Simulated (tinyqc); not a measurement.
Level and width from two currents at zero temperature.

Problem. In a resonant-tunnelling diode at zero temperature a sharp resonance at Er = E0 - alpha V between the emitter band edge and Ef carries J = K (pi/2) G Tp (Ef - Er), K = q^3 mw m0/(2 pi^2 hbar^3) (times 1e-4 for A/cm^2 per eV^2), with G its full width and Tp its peak transmission, G Tp taken as constant, and no back flow. Find G Tp and E0.

Values chosen for this exercise; masses and offsets of a made-up heterostructure: mass in the well, spacer and contacts mw = 0.26 m0; Fermi energy of both contacts above their band edges Ef = 0.12 eV; share of the bias at the well alpha = 0.5.

Constants: q = 1.602176634e-19 C, hbar = 1.054571817e-34 J s, m0 = 9.1093837015e-31 kg. Results are converted to the units shown.

J at V = 0.17 and 0.34 V (kA/cm^2): [200.92259, 1099.7868]

Solution. J is linear in V: the slope gives G Tp, and the onset V0, where the line meets zero, gives E0 = Ef + alpha V0.

G Tp = 1.60 meV
E0 = 0.186 eV

Program tinyqc, `OMP_NUM_THREADS=1 python tinyqc.py 2600057 2600058 out.jsonl`; Intel Xeon 2.30GHz, shared host, one thread, about 0.1 s.
